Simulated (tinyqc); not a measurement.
# Margin needed against array size

Cells fail independently with probability Q(k) = erfc(k/sqrt(2))/2 when the margin is k standard deviations, and Y = exp(-Nb Q(k)). phi = exp(-k^2/2)/sqrt(2 pi).  k solves Y = exp(-Nb Q(k)); the estimate is sqrt(2 ln(Nb/(-ln Y))).

Inputs (values chosen for the exercise): wanted yield Y = 0.961.

Result of one run:

| Nb | allowed Q | k | estimate |
|---|---|---|---|
| 2048 | 1.9424e-5 | 4.1142 | 4.6581 |

What becomes of these results when the number of cells Nb is changed from 2048 to 32768, all else the same?

Result of the changed run:

| Nb | allowed Q | k | estimate |
|---|---|---|---|
| 32768 | 1.2140e-6 | 4.7141 | 5.2195 |

The whole series:

| Nb | allowed Q | k | estimate |
|---|---|---|---|
| 128 | 3.1079e-4 | 3.4220 | 4.0191 |
| 2048 | 1.9424e-5 | 4.1142 | 4.6581 |
| 32768 | 1.2140e-6 | 4.7141 | 5.2195 |
| 524288 | 7.5876e-8 | 5.2504 | 5.7261 |
| 8388608 | 4.7422e-9 | 5.7397 | 6.1914 |
| 134217728 | 2.9639e-10 | 6.1923 | 6.6241 |
| 2147483648 | 1.8524e-11 | 6.6154 | 7.0302 |

A 1.68e7-fold larger array raises k only from 3.42 to 6.62; the last factor of 16 costs 0.42 standard deviations. The estimate, which drops the factor 1/(k sqrt(2 pi)) of the tail, is 17 % above k in the first row and 6.3 % above it in the last.

tinyqc, about 0.01 s, one thread, Intel Xeon 2.30GHz (shared host): `OMP_NUM_THREADS=1 python tinyqc.py 2090164 2090165 out.jsonl`
